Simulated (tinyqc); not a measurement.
Size effects in the resistivity of thin metal films and interconnect lines. Changing the specularity p. Computed by tinyqc, a small Python program. Command: `OMP_NUM_THREADS=1 python tinyqc.py 3030821 3030822 out.jsonl size sweep`. One thread of a shared host (Intel(R) Xeon(R) Processor @ 2.30GHz), about 0.01 s of CPU time with the checks.

Electrons lose their drift at surfaces (a share 1 - p of the hits) and at grain boundaries (reflection R), besides bulk scattering. The line sits in a trench with a non-conducting liner on both walls and the bottom; the spacing equals the drawn width.

Inputs (values chosen for the exercise, modelled on cobalt): bulk resistivity rho_b = 6.14 microohm cm; bulk mean free path lambda = 12 nm; grain-boundary reflection R = 0.23; drawn line width w = 83 nm; grain size over metal width = 0.6; aspect ratio (height over width) = 1.2; liner thickness t = 1.8 nm; line length = 130 micrometre; permittivity of the dielectric k = 3.2.

Geometry: line.

Constants: eps_0 = 8.8541878128e-12 F/m.

Method:
- Metal width w_m = w - 2t, height h_m = (aspect ratio) w - t, grain size D = (ratio) w_m.
- Mayadas-Shatzkes: alpha = (lambda/D) R/(1 - R); rho_b/rho = 1 - 3 alpha/2 + 3 alpha^2 - 3 alpha^3 ln(1 + 1/alpha).
- Fuchs-Sondheimer film: rho_b/rho = 1 - (3/(2 kappa))(1 - p) int_0^1 (s - s^3)(1 - exp(-kappa/s))/(1 - p exp(-kappa/s)) ds, f = rho/rho_b, kappa = thickness/lambda, 80 Gauss-Legendre points.
- Line: the excess of a film of thickness w_m and of a film of thickness h_m are added, rho/rho_b = 1 + (f(w_m) - 1) + (f(h_m) - 1), an estimate that holds best when both sides exceed lambda.
- Total: rho = rho_b [1 + surface excess + grain excess]; resistance per length rho/(w_m h_m); capacitance per length C = 2 k eps_0 (aspect ratio + 1/2), a parallel-plate estimate for two neighbours plus a fixed term for the planes above and below; delay 0.38 R C L^2; effective resistivity per drawn area.

One run for each value:
```
specularity p  resistivity rho (microohm cm)  rho/rho_b from surfaces
0.00                                   7.482                    1.108
0.15                                   7.377                    1.091
0.30                                   7.275                    1.075
0.45                                   7.174                    1.058
0.60                                   7.074                    1.042
0.75                                   6.976                    1.026
0.90                                   6.880                    1.010
0.99                                   6.823                    1.001
```

Describe and explain the trends.

Over the rows, resistivity rho (microohm cm) falls from 7.48 to 6.82; rho/rho_b from surfaces falls from 1.11 to 1.00. Even nearly specular surfaces leave rho at 1.11 times the bulk value, the grain-boundary part.

Extremes, crossings and ranges named in words are read from the listed rows.
